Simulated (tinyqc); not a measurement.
Kramers turnover: harmonic transition-state theory with quantum, tunnelling and friction corrections. Computed by tinyqc, a small Python program. Command: `OMP_NUM_THREADS=1 python tinyqc.py 3017389 3017390 out.jsonl rates walk`. One thread of a shared host (Intel(R) Xeon(R) Processor @ 2.30GHz), about 0.01 s of CPU time with the checks.

One atom hops between equivalent sites; three modes at the minimum and two real modes at the saddle are treated as harmonic, the rest of the crystal as unchanged; melting is ignored, so hot rows may lie above the melting point.

Inputs (values chosen for the exercise, modelled on interstitial oxygen in silicon): barrier E_b = 2.38 eV; imaginary frequency at the saddle nu_b = 15.5 THz; temperature T = 1210 K.

Lattice of sites: three-dimensional. Correction studied: friction.

Constants: k_B = 8.617333262e-05 eV/K.

Method. Kramers: spatial-diffusion factor kappa_s = sqrt(1 + y^2) - y with y = gamma/(2 omega_b); weak-friction (energy-diffusion) estimate kappa_e = Delta/2 with Delta = (16/3)(gamma/omega_b) E_b/(k_B T), the energy lost in one round trip of a well at the barrier energy of a symmetric quartic double well, over k_B T (half of the escaping atoms fall back); bridge 1/kappa = 1/kappa_s + 1/kappa_e. omega_b = 2 pi nu_b; rate with friction = kappa k_cl.

Transmission:

| gamma/omega_b | kappa_s | kappa_e | kappa |
|---|---|---|---|
| 0.001 | 0.99950 | 6.0868e-02 | 0.05737 |
| 0.003 | 0.99850 | 1.8260e-01 | 0.15437 |
| 0.01 | 0.99501 | 6.0868e-01 | 0.37766 |
| 0.03 | 0.98511 | 1.8260e+00 | 0.63990 |
| 0.1 | 0.95125 | 6.0868e+00 | 0.82268 |
| 0.3 | 0.86119 | 1.8260e+01 | 0.82240 |
| 1 | 0.61803 | 6.0868e+01 | 0.61182 |
| 3 | 0.30278 | 1.8260e+02 | 0.30227 |
| 10 | 0.09902 | 6.0868e+02 | 0.09900 |
| 30 | 0.03330 | 1.8260e+03 | 0.03330 |

What follows from these numbers?

kappa peaks at 0.82 near gamma/omega_b = 0.1 among these rows. Below, too little energy reaches the atom and the rate grows with friction; above, recrossings cut it, as omega_b/gamma in the end (0.0333 against 0.0333). Transition-state theory, kappa = 1, is the upper bound. Caution: the simple bridge underestimates kappa near the turnover by some ten per cent and can shift the peak to higher friction; long jumps on a lattice are ignored.

Extremes, crossings and ranges named in words are read from the listed rows.
